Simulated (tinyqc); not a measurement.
MOSFET with velocity saturation and source resistance: two steps of the calculation.

Strong inversion, charge Q = Cox (Vg - m V) at channel potential V with Vg the gate overdrive, and drift velocity v = mu E/(1 + mu E/vsat). Integrating along the channel gives I = mu Cox (1/L)(Vg Vd - m Vd^2/2)/(1 + Vd/Vc) per width, Vc = vsat L/mu, which peaks at Vdsat. Units: I in uA/um, Rs in ohm um, so the drop over Rs is 1e-6 I Rs volts.

Parameters, values chosen for the exercise: gate capacitance Cox = 2.27 uF/cm^2; mobility at low gate voltage mu0 = 260 cm^2/(V s); mobility degradation th = 0.2 1/V; saturation velocity vsat = 6.9e6 cm/s; body factor m = 1.17; threshold VT = 0.33 V; channel length L = 0.18 um; source resistance Rs = 100 ohm um; gate voltage Vgs = 1.5 V.

Problem 1. Saturation without source resistance. Vg = Vgs - VT (0 if negative), mu = mu0/(1 + th Vg), Vc = vsat L/mu, x = sqrt(1 + 2 Vg/(m Vc)), Vdsat = 2 Vg/(m (1 + x)), Isat = Cox vsat Vg (x - 1)/(x + 1) per width. Long-channel limit: mu Cox Vg^2/(2 m L); short-channel limit: Cox vsat Vg.

Find: Vg; mu; Vc; Vdsat; Isat; long-channel limit; short-channel limit.

Solution 1.

Vg = 1.170 V
mu = 210.7 cm^2/(V s)
Vc = 0.5895 V
Vdsat = 0.6460 V
Isat = 648.7 uA/um
long-channel limit = 1554 uA/um
short-channel limit = 1833 uA/um

Problem 2. Saturation current with source resistance. Vg = Vgs - I Rs - VT (0 if negative), mu = mu0/(1 + th Vg), Vc = vsat L/mu, x = sqrt(1 + 2 Vg/(m Vc)), Vdsat = 2 Vg/(m (1 + x)), Isat = Cox vsat Vg (x - 1)/(x + 1) per width. I(new) = Isat.

I after iteration 1 = 648.70759 uA/um

Give: Vg; mu; Vc; Vdsat; Isat; I after iteration 2.

Solution 2.

Vg = 1.1051 V
mu = 212.94 cm^2/(V s)
Vc = 0.58327 V
Vdsat = 0.61759 V
Isat = 599.18 uA/um
I after iteration 2 = 599.18 uA/um

Program tinyqc, `OMP_NUM_THREADS=1 python tinyqc.py 2500138 2500139 out.jsonl`; Intel Xeon 2.30GHz, shared host, one thread, about 0.01 s.
